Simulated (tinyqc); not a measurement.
Polarisation and half-bias from two TMR values.

Inverse problem. A tunnel junction has TMR = TMR0/(1 + (V/Vh)^2), TMR0 = 2 P1 P2/(1 - P1 P2). Find TMR0, Vh and P2.

Parameters, values chosen for the exercise: spin polarisation of the reference layer P1 = 0.68.

TMR at 0.1 and 0.4 V (%): 118.26675  74.998424

Solution. 1/TMR is linear in V^2, and P1 P2 = TMR0/(2 + TMR0).

TMR0 = 123.0 %
Vh = 0.5000 V
P2 = 0.5600

tinyqc, about 0.01 s, one thread, Intel Xeon 2.30GHz (shared host): `OMP_NUM_THREADS=1 python tinyqc.py 2450052 2450053 out.jsonl`
